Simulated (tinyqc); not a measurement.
Harmonic transition-state theory with quantum, tunnelling and friction corrections: one step, computed by the program tinyqc.

One atom hops between equivalent sites; three modes at the minimum and two real modes at the saddle are treated as harmonic, the rest of the crystal as unchanged; melting is ignored, so hot rows may lie above the melting point.

Task: Tunnelling factors. With u = h nu_b/(k_B T): Wigner factor 1 + u^2/24; parabolic barrier (Bell) (u/2)/sin(u/2), valid above T_c = h nu_b/(2 pi k_B); symmetric Eckart barrier: kappa = int_0^infinity P(E) exp(-(E - E_b)/(k_B T)) dE/(k_B T), P = (cosh 2a - 1)/(cosh 2a + cosh 2d), a = alpha sqrt(E/E_b), alpha = 2 pi E_b/(h nu_b), 2d = 2 sqrt(alpha^2 - pi^2/4).

Inputs (values chosen for the exercise, modelled on an adatom on a metal): barrier E_b = 0.43 eV; imaginary frequency at the saddle nu_b = 3.14 THz; temperature T = 374 K.

Lattice of sites: two-dimensional.

Constants: h x 1 THz = 4.135667696 meV; k_B = 8.617333262e-05 eV/K.

Give: u; crossover temperature T_c; Wigner factor; Bell factor; Eckart factor.

Result:

u = 0.4029

crossover temperature T_c = 23.98 K

Wigner factor = 1.007

Bell factor = 1.007

Eckart factor = 1.007

T/T_c = 15.59: tunnelling is a small correction.
